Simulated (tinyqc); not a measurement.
Resonant-tunnelling diode, transfer matrices and Tsu-Esaki current: one step of the calculation.

Emitter (band edge 0), barrier d1, well Lw, barrier d2, collector (edge -V). The bias drops linearly over these layers and none in the contacts; each layer is cut into ns equal slices, flat at the value of their centres. E is the energy of motion across the layers, C = hbar^2/(2 m0), psi and psi'/m are continuous. Transport is coherent, T(E) is taken as independent of the transverse momentum, and charge in the well is ignored.

Task. Current from the resonance alone. J = J0 times the integral over E > 0 of T(E) N(E), N = ln[(1 + exp((Ef - E)/Vt))/(1 + exp((Ef - V - E)/Vt))], J0 = q^2 mw m0 kB T/(2 pi^2 hbar^3) (times 1e-4 for A/cm^2 per eV). For a sharp resonance J = J0 (pi G/2) Tp N(Er), with Er the peak energy, Tp the peak transmission and G the full width at half maximum (in eV). The three values given are estimates from a parabola through three points of 1/T(E).

Values chosen for this exercise; masses and offsets of a made-up heterostructure:
```
symbol,value,unit,meaning
T,77,K,temperature
mw,0.034,m0,"mass in the well, spacer and contacts"
Ef,0.12,eV,Fermi energy of both contacts above their band edges
V,0.2,V,bias of the collector
```

Constants: q = 1.602176634e-19 C, kB = 1.380649e-23 J/K, hbar = 1.054571817e-34 J s, m0 = 9.1093837015e-31 kg, Vt = kB T/q. Results are converted to the units shown.

Er = 0.12129263 eV
Tp = 0.97763125
G = 38.505753 meV

Find: J0; N(Er); J.

Result.

J0 = 3.6509e6 A/(cm^2 eV)
N(Er) = 0.60048
J = 129.64 kA/cm^2

The full integral over T(E) gives 301.6 kA/cm^2; the value above is 0.43 times it.

Computed by the program tinyqc: `OMP_NUM_THREADS=1 python tinyqc.py 2600041 2600042 out.jsonl`, one thread of a shared Intel Xeon 2.30GHz, about 0.2 s for the whole run.
